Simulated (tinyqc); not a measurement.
From results back to parameters: quantum-confined Stark effect in a modulator well. Three cases, with inputs chosen for the exercise.

Problem. The shift of E_e + E_h was computed from a hidden field.

Envelopes on cells of 0.5 angstrom over the well |z| < L/2 and 45 angstrom of barrier on each side, psi = 0 beyond, psi'/m continuous (mean mass between points), c = hbar^2/2m0. The electron sees + e F z and the hole - e F z, each with its offset in the barriers; 1 kV/cm = 1e-5 eV/angstrom. Light holes, band mixing and escape by tunnelling are left out.

Constants: hbar^2/2m0 = 3.80998211 eV angstrom^2.

Find: F; local exponent d ln(shift)/d ln F.

Method. The shift grows steadily in size with F, so bisection finds one value; its slope is -e times the separation of the carriers.

Case 1.

Values chosen (near those of a Ge well in SiGe, direct gap; shifted at random, so the results belong to these values and not to a real crystal):
- L = 146 angstrom (well width)
- Vc = 0.388 eV (conduction offset)
- Vv = 0.108 eV (heavy-hole offset)
- me = 0.0406 m0 (electron, well)
- meb = 0.0552 m0 (electron, barrier)
- mh = 0.208 m0 (heavy hole along z, well)
- mhb = 0.226 m0 (heavy hole, barrier)

shift = -17.645 meV

Solution.

F = 57.0 kV/cm
local exponent d ln(shift)/d ln F = 1.71

Case 2.

Values chosen (near those of a GaAs well in AlGaAs; shifted at random, so the results belong to these values and not to a real crystal):
- L = 132 angstrom (well width)
- Vc = 0.232 eV (conduction offset)
- Vv = 0.133 eV (heavy-hole offset)
- me = 0.0679 m0 (electron, well)
- meb = 0.0885 m0 (electron, barrier)
- mh = 0.351 m0 (heavy hole along z, well)
- mhb = 0.402 m0 (heavy hole, barrier)

shift = -25.630 meV

Solution.

F = 72.0 kV/cm
local exponent d ln(shift)/d ln F = 1.64

Case 3.

Values chosen (near those of a Ge well in SiGe, direct gap; shifted at random, so the results belong to these values and not to a real crystal):
- L = 114 angstrom (well width)
- Vc = 0.398 eV (conduction offset)
- Vv = 0.105 eV (heavy-hole offset)
- me = 0.0414 m0 (electron, well)
- meb = 0.0553 m0 (electron, barrier)
- mh = 0.21 m0 (heavy hole along z, well)
- mhb = 0.219 m0 (heavy hole, barrier)

shift = -6.248 meV

Solution.

F = 46.0 kV/cm
local exponent d ln(shift)/d ln F = 1.89

Computed by tinyqc, one run a case: `OMP_NUM_THREADS=1 python tinyqc.py N N+1 out.jsonl` with N = 1251668, 1251755, 1251756; one thread of a shared Intel(R) Xeon(R) Processor @ 2.30GHz, about 0.2 s a run at most.
